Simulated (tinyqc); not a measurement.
One level coupled to a phonon between two leads, self-consistent Born approximation: one step of the calculation.

Wide-band leads with mu_L = +V/2 and mu_R = -V/2; phonons in equilibrium, Nq = 1/(exp(w0/kB T) - 1). Scattering links only energies that differ by w0, so a ladder E_k = E1 + k w0 closes on itself; terms that reach past its ends are dropped. Gn and Gp are the electron and hole parts of the spectral function A = Gn + Gp.

Problem. Green functions. |G|^2 = 1/[(E - ed)^2 + (GL + GR + Sin + Sout)^2/4], Gn = |G|^2 (GL fL + GR fR + Sin), Gp = |G|^2 (GL (1 - fL) + GR (1 - fR) + Sout), f = 1/(1 + exp((E - mu)/kB T)). On a single ladder the real part of the phonon self-energy, which needs all energies, is left out.

Inputs (values chosen for the exercise):
```
symbol,value,unit,meaning
T,150,K,temperature of leads and phonons
ed,223,meV,level
GL,26,meV,coupling to the left lead
GR,130,meV,coupling to the right lead
V,590,mV,bias
```

Constants: q = 1.602176634e-19 C, kB = 1.380649e-23 J/K, Vt = kB T/q. Results are converted to the units shown.

```
rung	E (meV)	Sin (meV)	Sout (meV)
0	-337	0.23655765	1.0595294e-6
1	-157	0.77237346	0.020798287
2	23	5.4850703	1.1826490
3	203	0.0012405950	3.8618704
4	383	4.9144390e-6	27.452037
5	563	1.1108461e-9	6.7392029
```

Give: Gn after iteration 1; Gp after iteration 1.

Solution.

```
rung	Gn after iteration 1 (1/meV)	Gp after iteration 1 (1/meV)
0	4.735e-4	1.519e-5
1	1.779e-4	8.636e-4
2	6.754e-4	0.002814
3	0.003827	0.01972
4	8.438e-7	0.005393
5	2.197e-13	0.001332
```

Range of the model: The self-consistent Born approximation keeps only non-crossing phonon lines and no Hartree shift; it is rough once the coupling nears the phonon energy.

Program tinyqc, `OMP_NUM_THREADS=1 python tinyqc.py 2720101 2720102 out.jsonl`; Intel Xeon 2.30GHz, shared host, one thread, about 0.3 s.
